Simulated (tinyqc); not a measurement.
Equilibrium and kinetic segregation of a solute to boundaries and growing surfaces: one step, computed by the program tinyqc. Command: `OMP_NUM_THREADS=1 python tinyqc.py 3006845 3006846 out.jsonl segreg walk`. One thread of a shared host (Intel(R) Xeon(R) Processor @ 2.30GHz), about 0.01 s of CPU time with the checks.

Task: Coverage for very large grains. With theta the solute fraction on boundary sites and x that in the grains, theta/(1 - theta) = [x/(1 - x)] exp[Q/(k_B T)]. The coverage theta_inf is that for x = x0.

Inputs (values chosen for the exercise, modelled on a solute in a copper line): segregation energy Q = 0.466 eV; total solute fraction x0 = 0.00021; temperature T = 875 K.

Isotherm: Langmuir-McLean.

Constants: k_B = 8.617333262e-05 eV/K.

Give: coverage theta_inf.

Result:

coverage theta_inf = 0.09213
